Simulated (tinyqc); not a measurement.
Charge control and current of a heterostructure field-effect transistor. From saturation current I/W back to saturation velocity v_s. Computed by tinyqc, a small Python program. Command: `OMP_NUM_THREADS=1 python tinyqc.py 3001353 3001354 out.jsonl hemt inv`. One thread of a shared host (Intel(R) Xeon(R) Processor @ 2.30GHz), about 0.02 s of CPU time with the checks.

Two subbands in a triangular well; E_F is counted from the conduction band edge of the channel at the interface.

Inputs (values chosen for the exercise, modelled on AlGaAs/GaAs):
```
quantity,value,unit
channel mass m,0.065,m_0
permittivity eps (barrier and channel),12.8,-
barrier thickness d,41,nm
Schottky barrier phi_B,1.1,eV
conduction band offset dE_c,0.17,eV
delta-doping density N_d,3e+12,1/cm^2
gate voltage V_G,-0.38,V
mobility mu,8700,cm^2/(V s)
gate length L,290,nm
source resistance R_S,1.4,ohm mm
temperature T,300,K
mixing,0.3,-
iteration cap,200,-
spacer between delta layer and channel,4.1,nm
```

Charge source: delta doping. Velocity law: two-piece.

Constants: e = 1.602176634e-19 C; eps_0 = 8.8541878128e-12 F/m; k_B = 8.617333262e-05 eV/K; hbar = 1.054571817e-34 J s; m_0 = 9.1093837015e-31 kg; k_B = 1.380649e-23 J/K.

Method:
- Threshold V_T = phi_B - dE_c - e N_d (d - spacer)/(eps eps_0) (in volts); C_b = eps eps_0/d.
- Charge control: n_s = C_b (V_G - V_T - E_F/e)/e. Well: mean field F = e n_s/(2 eps eps_0), E_i = (hbar^2/2m)^(1/3) [(3 pi e F/2)(i + 3/4)]^(2/3), i = 0, 1; n_s = D k_B T sum_i ln(1 + exp((E_F - E_i)/k_B T)), D = m/(pi hbar^2), which is solved in closed form for E_F.
- Iteration from n_s = C_b (V_G - V_T)/(2e): E_F from n_s, n_out from the charge control, n_new = n_s + mixing (n_out - n_s), kept above n_s/10; stop when |n_out/n_s - 1| < 1e-9.
- C_g = e dn_s/dV_G = 1/(1/C_b + 1/C_q), 1/C_q = d(E_F/e)/d(e n_s) by a central difference of +/- 0.1 % in n_s; added distance dd = eps eps_0/C_q.
- With V = e n_s/C_g and V_c = v_s L/mu: for v = mu F up to v_s, I/W = C_g v_s V_c (sqrt(1 + (V/V_c)^2) - 1) and V_Dsat = V + V_c - sqrt(V^2 + V_c^2); g_m = dI/dV; extrinsic g_m/(1 + g_m R_S); f_T = g_m/(2 pi C_g L).

Task: A run gave the result below. Find the saturation velocity v_s, known to lie between 0.86 and 1.9 1e7 cm/s.

saturation current I/W = 83.16128 mA/mm

Result:

Each step takes the trial c = (a f_b - b f_a)/(f_b - f_a), f being the result less the target and a, b, c the logarithms of the listed values; c replaces end b, the old b replaces a if the sign of f changed, and otherwise f_a is halved.

Scan of the range:
```
saturation velocity v_s (1e7 cm/s),saturation current I/W (mA/mm)
0.860,50.2469
0.981,56.5428
1.120,63.5561
1.280,71.3466
1.460,79.7613
1.660,88.6927
1.900,98.8540
```

False position (Illinois rule, in the logarithm of the input) inside the bracket:
```
step,end a,end b,trial,saturation current I/W (mA/mm)
1,1.46000,1.66000,1.53312,83.0770
2,1.66000,1.53312,1.53495,83.1593
3,1.66000,1.53495,1.53504,83.1632
4,1.53495,1.53504,1.53500,83.1613
```

Saturation current I/W rises at every point of a 13-point scan of the range (every second point is shown), so one value fits; it is bracketed by 1.46 and 1.66. Answer: saturation velocity v_s = 1.535 1e7 cm/s.
